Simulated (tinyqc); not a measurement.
Inversion-layer mobility, back-scattering and ballistic limit of a field-effect transistor: one step, computed by the program tinyqc. Command: `OMP_NUM_THREADS=1 python tinyqc.py 3006624 3006625 out.jsonl mos walk`. One thread of a shared host (Intel(R) Xeon(R) Processor @ 2.30GHz), about 0.01 s of CPU time with the checks.

The charge at the top of the source barrier is fixed by the gate; series resistance and short-channel effects are left out. F_j are Fermi integrals normalised to exp(eta) in the classical limit.

Problem. Effective mobility. mu_phonon = mu_ph (E_eff/1 MV/cm)^(-0.3) (T/300 K)^(-1.75); mu_rough = mu_sr (E_eff/1 MV/cm)^(-2); mu_Coulomb = mu_C (N_inv/1e12 cm^-2) (T/300 K); Matthiessen's rule adds 1/mu.

Inputs (values chosen for the exercise, modelled on a germanium p-channel):
```
quantity,value,unit
"phonon mobility at 1 MV/cm and 300 K, mu_ph",250,cm^2/(V s)
"roughness mobility at 1 MV/cm, mu_sr",350,cm^2/(V s)
"Coulomb mobility at N_inv = 1e12/cm^2, mu_C",510,cm^2/(V s)
temperature T,300,K
```

Statistics at the top of the barrier: Fermi-Dirac.

inversion density N_inv = 3.134947e+12 1/cm^2

effective field E_eff = 0.5591324 MV/cm

Give: phonon part; roughness part; Coulomb part; effective mobility mu.

Solution.

phonon part = 297.6 cm^2/(V s)

roughness part = 1120 cm^2/(V s)

Coulomb part = 1599 cm^2/(V s)

effective mobility mu = 205.0 cm^2/(V s)

The phonon part is the lowest and holds 69 % of 1/mu.
